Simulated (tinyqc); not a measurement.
Inside a calculation: k.p theory built from an empirical-pseudopotential calculation at Gamma. Values are carried at full precision from step to step, so a last printed digit may differ when a step is redone from the rounded ones.

Empirical pseudopotential on the fcc lattice, atoms at +/- tau, tau = a (1,1,1)/8, no spin-orbit coupling. H(G,G') = c (2 pi/a)^2 |k + G|^2 delta + VS(q) cos(q.tau) + i VA(q) sin(q.tau), q = G - G', c = hbar^2/2m0; k and G in units of 2 pi/a; VS at |q|^2 = 3, 8, 11 and VA at 3, 4, 11, in rydberg, zero elsewhere. The basis is fixed: all 89 G with |G|^2 up to Gcut. Energies are counted from the fourth level at Gamma.

Constants: hbar^2/2m0 = 3.80998211 eV angstrom^2; Ry = 13.60569312 eV.

Inputs chosen for the exercise (near those of Si; shifted at random, so the results belong to these values and not to a real crystal):

| symbol | value | unit | meaning |
|---|---|---|---|
| a | 5.434 | angstrom | lattice constant |
| VS | (-0.208, 0.04, 0.078) | Ry | symmetric form factors |
| VA | (0, 0, 0) | Ry | antisymmetric form factors |
| Gcut | 19 | (2 pi/a)^2 | largest \|G\|^2 of the fixed basis |

## Levels at Gamma

Diagonalise H at k = 0 and group equal levels.

Multiplets at Gamma:

| multiplet | degeneracy | E (eV) |
|---|---|---|
| 1 | 1 | -12.7217 |
| 2 | 3 | 0.0000 |
| 3 | 3 | 3.3180 |
| 4 | 1 | 3.8299 |
| 5 | 1 | 7.3712 |
| 6 | 2 | 7.8376 |
| 7 | 3 | 12.1933 |
| 8 | 1 | 14.0595 |
| 9 | 3 | 27.3659 |

The lowest empty multiplet is a triplet at 3.318 eV; the lowest empty singlet (s-like) is multiplet 4.

## Mass of the s-like conduction level (multiplet 4)

For a multiplet A of d_A states, W(B) = (4 c/(3 d_A)) sum over n in A, m in B and i = x, y, z of |<n|G_i|m>|^2 (G in 1/angstrom, <n|G_i|m> = sum_G c_n(G)* G_i c_m(G)); the mean inverse mass of A is 1 + sum_B W(B)/(E_A - E_B). Multiplets with W = 0 are left out.

List the couplings (the first eight at most); W to the valence triplet is the Kane energy Ep.

Couplings:

| multiplet B | degeneracy | E_B (eV) | W (eV) | W/(E_A - E_B) |
|---|---|---|---|---|
| 2 | 3 | 0.0000 | 21.3568 | 5.5763 |
| 7 | 3 | 12.1933 | 0.0366 | -0.0044 |
| 11 | 3 | 28.9452 | 0.4725 | -0.0188 |
| 19 | 3 | 45.6898 | 0.1184 | -0.0028 |
| 22 | 3 | 46.5759 | 0.0517 | -0.0012 |
| 25 | 3 | 51.9331 | 0.0280 | -0.0006 |
| 34 | 3 | 85.9067 | 0.0134 | -0.0002 |
| 38 | 3 | 87.5719 | 0.0293 | -0.0004 |

sum over the higher multiplets = 0
1/m = 6.5479

Ep = 21.36 eV. The valence triplet gives 5.58, all other levels together -0.03; m = 0.1527, against 0.1521 for two levels alone.

## Valence parameters

Fold all other levels onto the valence triplet: D(u) = c + 4 c^2 sum_m <n|u.G|m><m|u.G|n'>/(0 - E_m), in units of c. Along [100] its eigenvalues are L (once) and M (twice); along [111] (L + 2M + 2N)/3 (once) and (L + 2M - N)/3 (twice). Then g1 = -(L + 2M)/3, g2 = -(L - M)/6, g3 = -N/6.

eigenvalues along [100]: -6.373  -3.688  -3.688

eigenvalues along [111]: -10.793  -1.478  -1.478

L, M, N: -6.373  -3.688  -9.315

g1, g2, g3: 4.583  0.447  1.553

With spin-orbit coupling added at fixed g1, g2, g3 and large against the hole energy these give heavy and light masses along [100] of 0.271 and 0.183. The s-like level alone adds Ep/(3E) = 1.86 to g1. Local form factors fix Ep and the gap only roughly, so these values can lie far from measured ones.

## Checks

- 1/m of the s-like level from the sum against the curvature of the band: both 6.548.
- L and M against the curvatures along [100]: largest relative difference 4.0e-07.

(tinyqc, `OMP_NUM_THREADS=1 python tinyqc.py 1051217 1051218 out.jsonl`, Intel(R) Xeon(R) Processor @ 2.30GHz, 1 thread, shared host, about 0.6 s.)
